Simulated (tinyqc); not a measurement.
Geometry optimisation on the PBE/sto-6g surface (energies and gradients from PySCF), for H4, spin multiplicity 1, step by step. Computed by tinyqc, a small Python program that keeps every step (integrals from PySCF). Settings: charge = 0, multiplicity = 1, basis = sto-6g, functional = pbe,pbe, optimiser = sd, first Hessian = 0.6, largest step = 0.1, iteration cap = 30. Command: `OMP_NUM_THREADS=1 python tinyqc.py 21685 21686 out.jsonl` (the two numbers bound the seeds that draw the settings). One thread of a shared host (Intel(R) Xeon(R) Processor @ 2.60GHz), about 10 s of CPU time with the checks.

positions at the start (bohr), order 1H, 2H, 3H, 4H:
```
[[0.00945, 0.06047, -0.07181],
 [-0.01512, -0.01134, 1.24911],
 [0.03968, 2.26956, 0.12283],
 [0.05102, 2.29791, 1.36060]]
```

Stop when the largest gradient component is below 3e-5 hartree/bohr.

Course of the optimisation:
```
step  E (hartree)  largest gradient (hartree/bohr)
1      -2.1620345                         1.32e-01
2      -2.1870518                         1.13e-01
3      -2.2080619                         9.59e-02
4      -2.2258021                         8.15e-02
5      -2.2408120                         6.92e-02
6      -2.2535180                         5.86e-02
7      -2.2642716                         4.96e-02
8      -2.2733687                         4.20e-02
9      -2.2810602                         3.55e-02
10     -2.2875592                         2.99e-02
11     -2.2930179                         2.53e-02
12     -2.2969633                         2.19e-02
13     -2.2999545                         1.93e-02
14     -2.3023032                         1.73e-02
15     -2.3041978                         1.57e-02
16     -2.3057592                         1.43e-02
17     -2.3070684                         1.32e-02
18     -2.3081822                         1.22e-02
19     -2.3091414                         1.14e-02
20     -2.3099762                         1.07e-02
21     -2.3107093                         1.00e-02
22     -2.3113582                         9.45e-03
23     -2.3119367                         8.94e-03
24     -2.3124556                         8.49e-03
25     -2.3129236                         8.08e-03
26     -2.3133479                         7.71e-03
27     -2.3137343                         7.37e-03
28     -2.3140876                         7.06e-03
29     -2.3144119                         6.77e-03
30     -2.3147106                         6.51e-03
```

Can the last value be used, and what does the course show?

Not by the stop rule. Not converged within 30 steps: the energy falls at every step, but slowly. Reruns: method bfgs, first Hessian 0.6, largest step 0.3: converged in 17 (E = -2.32162).
